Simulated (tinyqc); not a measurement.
From results back to parameters: eight-band Kane k.p model. Three cases, with inputs chosen for the exercise.

Problem. In the Kane model 1/m = A_r + Ep (Eg + 2 Dso/3)/(Eg (Eg + Dso)) and the Roth formula gives g* = 2 - 2 Ep Dso/(3 Eg (Eg + Dso)). The mass and the g factor below were computed from hidden Ep and Dso.

Case 1.

Values chosen (out of a larger set: near those of CdTe; not measured data): Eg = 1.617 eV (gap at Gamma to the s-like level); A_r = 1 (remote-band term in 1/m).

m = 0.0895440 m0
g* = -0.79387

Case 2.

Values chosen (out of a larger set: near those of GaAs; not measured data): Eg = 1.491 eV (gap at Gamma to the s-like level); A_r = 1 (remote-band term in 1/m).

m = 0.0567935 m0
g* = -0.19717

Case 3.

Values chosen (out of a larger set: near those of Ge; not measured data): Eg = 0.851 eV (gap at Gamma to the s-like level); A_r = 1 (remote-band term in 1/m).

m = 0.0340672 m0
g* = -3.33717

Find: X; Y; Ep; Dso.

Solution. Let X = 1/m - A_r and Y = (2 - g*)/2. Then X + Y = Ep/Eg and X - 2 Y = Ep/(Eg + Dso).

Case 1.

X = 10.168
Y = 1.397
Ep = 18.70 eV
Dso = 0.919 eV

Case 2.

X = 16.608
Y = 1.099
Ep = 26.40 eV
Dso = 0.341 eV

Case 3.

X = 28.354
Y = 2.669
Ep = 26.40 eV
Dso = 0.296 eV

Computed by tinyqc, one run a case: `OMP_NUM_THREADS=1 python tinyqc.py N N+1 out.jsonl` with N = 1050531, 1050541, 1050547; one thread of a shared Intel(R) Xeon(R) Processor @ 2.30GHz, about 0.06 s a run at most.
